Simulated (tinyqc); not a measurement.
Surface Green function of a square-lattice strip three rows wide, Sancho-Rubio decimation: one step of the calculation.

A semi-infinite lead of cells 0, 1, 2, ... with H0 inside a cell and H1 = <cell i|H|cell i + 1>. A cell is one column of three sites. z = E + i eta.

Question. Self-energy, Dyson check and densities of states. Sigma = H1 g_s H1^dagger is what the lead adds to one more cell, and (z - H0 - Sigma)^(-1) must give g_s back. Densities of states: -Im of the diagonals over pi.

Values chosen for this exercise:
```
symbol  value  unit     meaning
E       -1.21    eV      energy
eta      0.05    eV  broadening
```

H0 (eV):
```
       1      2      3
1   0.59  -0.85      0
2  -0.85   0.39  -0.85
3      0  -0.85  -0.46
```

H1 (eV):
```
    1   2   3
1  -1   0   0
2   0  -1   0
3   0   0  -1
```

converged surface Green function g_s (1/eV):
```
                         1                        2                        3
1  -0.50515587-0.45272157i   0.00906613-0.36518279i   0.17185294+0.08282471i
2   0.00906613-0.36518279i  -0.33116972-0.45582223i   0.22135506-0.26286992i
3   0.17185294+0.08282471i   0.22135506-0.26286992i  -0.28166760-0.80151685i
```

converged bulk Green function (1/eV):
```
                         1                        2                        3
1  -0.22960925-0.38736568i   0.23618484-0.26356348i  -0.09546786+0.16172275i
2   0.23618484-0.26356348i  -0.26950421-0.28765787i   0.11825395-0.06378832i
3  -0.09546786+0.16172275i   0.11825395-0.06378832i  -0.05578240-0.51316894i
```

Find: Sigma; (z - H0 - Sigma)^(-1); surface density of states; bulk density of states.

Answer.

Sigma (eV):
```
                   1                  2                  3
1  -0.50516-0.45272i   0.00907-0.36518i   0.17185+0.08282i
2   0.00907-0.36518i  -0.33117-0.45582i   0.22136-0.26287i
3   0.17185+0.08282i   0.22136-0.26287i  -0.28167-0.80152i
```

(z - H0 - Sigma)^(-1) (1/eV):
```
                   1                  2                  3
1  -0.50516-0.45272i   0.00907-0.36518i   0.17185+0.08282i
2   0.00907-0.36518i  -0.33117-0.45582i   0.22136-0.26287i
3   0.17185+0.08282i   0.22136-0.26287i  -0.28167-0.80152i
```

```
orbital  surface density of states (1/eV)  bulk density of states (1/eV)
1                                 0.14411                        0.12330
2                                 0.14509                        0.09156
3                                 0.25513                        0.16335
```

Program tinyqc, `OMP_NUM_THREADS=1 python tinyqc.py 2680131 2680132 out.jsonl`; Intel Xeon 2.30GHz, shared host, one thread, about 0.1 s.
